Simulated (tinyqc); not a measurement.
Five-level k.p model folded onto the conduction band: sweeps and comparisons. A value that a table varies takes the place of the one given here.

For k along z and one spin sector the level c couples to four states. With c0 = hbar^2/2m0, P = sqrt(Ep c0), P2 = sqrt(Ep2 c0): diagonal Eg + (1 + Cm) c0 k^2 for c, and 0, -Dso, E7 + D2, E7 for lh, so, G8 up, G7 up (their own dispersion is left out); couplings of c: sqrt(2/3) P k to lh, sqrt(1/3) P k to so, sqrt(2/3) P2 k to G8 up, sqrt(1/3) P2 k to G7 up (phases chosen real).

Expanding E = H_cc + S(E) about Eg in powers of k^2, with s_n = sum_j H_cj^2/(Eg - H_jj)^n: order k^2: e2 = (1 + Cm) c0 k^2 + s1; order k^4: e4 = -s2 e2; order k^6: e6 = s3 e2^2 + s2^2 e2.

Second-order sums for the lowest conduction level at E: 1/m = 1 + Cm + (Ep/3)(2/E + 1/(E + Dso)) - (Ep2/3)(2/(E7 + D2 - E) + 1/(E7 - E)); g/2 = 1 + Cg - (Ep/3)(1/E - 1/(E + Dso)) - (Ep2/3)(1/(E7 - E) - 1/(E7 + D2 - E)). E is counted from the top of the valence band; E = Eg at the edge.

Constants: hbar^2/2m0 = 3.80998211 eV angstrom^2.

Parameters, chosen for this exercise (near those of GaAs; the results hold for these values, not for the real material):
```
symbol  value  unit  meaning
Eg      1.519  eV    gap at Gamma to the s-like level
Dso     0.34   eV    spin-orbit splitting
Ep      25.9   eV    Kane energy
E7      4.48   eV    upper Gamma7 conduction level, from the valence top
D2      0.16   eV    its spin-orbit splitting, Gamma8 above Gamma7
Ep2     3.9    eV    Kane energy to the upper levels
Cm      -1           remote term in 1/m
Cg      0            remote term in g/2
```

## How far the series holds

Energies from Eg; Pk/Eg measures the coupling.

Levels (eV):
```
k (1/angstrom),Pk/Eg,to k^2,to k^4,to k^6,exact
0.0229,0.150,0.0294,0.0288,0.0289,0.0289
0.0524,0.343,0.1542,0.1374,0.1408,0.1401
0.0819,0.536,0.3767,0.2766,0.3254,0.3073
0.1114,0.729,0.6969,0.3543,0.6636,0.5042
0.1409,0.921,1.1148,0.2381,1.5043,0.7134
0.1704,1.114,1.6305,-0.2448,3.7165,0.9237
0.1999,1.307,2.2440,-1.3079,9.0173,1.1271
0.2294,1.500,2.9552,-3.2049,20.3772,1.3177
```

Within 2 % of the exact level stay: the k^2 term in no row, the sum to k^4 up to Pk/Eg = 0.34, the sum to k^6 up to Pk/Eg = 0.34. In the last row the errors are +1638, -4523 and +19060 meV: higher orders make it worse, since the series in k^2 converges only for Pk below about Eg/2 in the two-level limit E = Eg/2 + sqrt(Eg^2/4 + P^2 k^2).

## Mass and g factor above the band edge

The sums are evaluated at E = Eg + dE, as is done for confined or hot electrons.

Results:
```
dE (meV),m(E),g(E),m(E)/m(Eg),1 + dE/Eg
0,0.0678,-0.124,1.0000,1.0000
20,0.0688,-0.076,1.0141,1.0132
50,0.0703,-0.007,1.0355,1.0329
100,0.0727,0.101,1.0714,1.0658
150,0.0752,0.199,1.1078,1.0987
200,0.0777,0.290,1.1446,1.1317
300,0.0828,0.450,1.2200,1.1975
```

Over 300 meV the mass grows by 22.0 %, against 19.7 % for two levels alone, and g moves from -0.124 to 0.450, crossing zero near dE = 53 meV.

## Six materials (three-level Kane formulas for mass and g factor)

1/m = 1 + (Ep/3)(2/Eg + 1/(Eg + Dso)), g = 2 - (2 Ep/3)(1/Eg - 1/(Eg + Dso)). The inputs are values chosen for the exercise.

Results:
```
case,Eg (eV),Dso (eV),Ep (eV),m (m0),g,Eg/Ep
A near InSb,0.239,0.816,23.3,0.0136,-48.269,0.0103
B near CdTe,1.601,0.919,18.5,0.0897,-0.809,0.0865
C near GaSb,0.801,0.765,26.9,0.0343,-8.937,0.0298
D near GaAs,1.516,0.336,25.5,0.0595,-0.034,0.0595
E near InAs,0.409,0.391,21.4,0.0223,-15.048,0.0191
F near GaP,2.831,0.081,31.4,0.0834,1.794,0.0902
```

The mass follows the gap: m/(Eg/Ep) lies between 0.93 and 1.33, while m itself spans a factor of 6.6. The order by mass differs from the order by gap. g is negative for A, B, C, D and E; it needs Ep Dso > 3 Eg (Eg + Dso). Where g is small, two larger terms cancel: 5 % in Ep moves g by (2 - g)/20, and the levels left out move it by tenths. Remote bands, left out here, make real masses heavier, by up to a half in the wider-gap crystals. All rows are for the Gamma valley, which is not the lowest one in GaP and Ge.

## What each parameter does

Mass and g at E = Eg. Each row changes one parameter from the base and keeps the others.

Results:
```
case,m (m0),g
base,0.06785,-0.1240
Eg = 1.367 eV,0.06069,-0.5567
Dso = 0.374 eV,0.06823,-0.2908
Ep = 28.49 eV,0.06120,-0.3319
E7 = 4.928 eV,0.06711,-0.1132
D2 = 0.144 eV,0.06787,-0.1197
Ep2 = 3.51 eV,0.06727,-0.1195
```

The largest shifts from the base row, up to three for each result and ties (the steps differ in size, so this ranks the rows, not the parameters). m (m0): Eg -0.00715, Ep -0.00665, E7 -0.00074. g: Eg -0.4327, Ep -0.2079, Dso -0.1668.

Computed by tinyqc, a small Python program: `OMP_NUM_THREADS=1 python tinyqc.py 1050215 1050216 out.jsonl` (the numbers bound the seed that draws the inputs); one thread of a shared host (Intel(R) Xeon(R) Processor @ 2.30GHz), about 0.01 s for the whole set of steps.
